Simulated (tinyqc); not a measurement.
Worked calculation: Hubbard chain of 2 sites. Computed by tinyqc, a small Python program that keeps every step. Settings: hopping = 0.85, U = 12.0, mixing = 1, iteration cap = 85. Command: `OMP_NUM_THREADS=1 python tinyqc.py 21102 21103 out.jsonl` (the two numbers bound the seeds that draw the settings). One thread of a shared host (Intel(R) Xeon(R) Processor @ 2.60GHz), about 0.2 s of CPU time with the checks. Later iterations appear only in the table of the cycle.

## Mean-field iteration 1

one-body matrix (hopping and site energies) (eV):
```
           1          2
1   0.000000  -0.850000
2  -0.850000   0.000000
```

U = 12.000000 eV

electrons, up and down: 1  1

mixing = 1

n(up) at the start (a guess, not normalised): 1 0.500000, 2 0.500000

n(down) at the start (a guess): 1 0.500000, 2 0.500000

H(up) = T + U n(down), H(down) = T + U n(up); fill the lowest levels; n(new) = n + mixing (n(out) - n); E = tr T (rho up + rho down) + U sum n_up n_down of the output.

levels, up (eV): 5.150000  6.850000

levels, down (eV): 5.150000  6.850000

energy = 4.300000 eV

n(up) after iteration 1: 1 0.500000, 2 0.500000

n(down) after iteration 1: 1 0.500000, 2 0.500000

## Convergence

Each step fills the lowest levels of T + U n(other spin) and sets n(new) = n + mixing (n(out) - n); stop when output and input agree to 1e-8.

Course of the cycle:
```
iteration      E (eV)  largest |n(out) - n(in)|  mean |n_up - n_down|
1          4.30000000                  1.11e-16              0.000000
```

local moments n_up - n_down: 1 0.000000, 2 0.000000

Converged in 1 iterations. But random starts reach -0.12042 eV, so this is another stationary point, not the lowest one. Reruns (cap 100 unless said): mixing 0.2: converged in 1 to a higher stationary point (E = 4.30000); mixing 0.5: converged in 1 to a higher stationary point (E = 4.30000); mixing 0.9: converged in 1 to a higher stationary point (E = 4.30000). Before convergence this energy mixes input and output and is not variational, so it may rise towards its limit.

## The many-body Hamiltonian

Basis: all placements (u, d, 2, 0 on each site), up operators ordered before down ones; hops carry the sign of the same-spin electrons passed.

H (eV), lower triangle:
```
           20         ud         du         02
20  12.000000
ud  -0.850000   0.000000
du  -0.850000   0.000000   0.000000
02   0.000000  -0.850000  -0.850000  12.000000
```

## Exact diagonalisation (4 states)

Lowest levels of the sector, and the double occupancy of the lowest state.

lowest levels (eV): -0.236185  0.000000  12.000000  12.236185

double occupancy per site = 0.009468

The mean-field solution above lies 4.5362 eV above the exact energy.
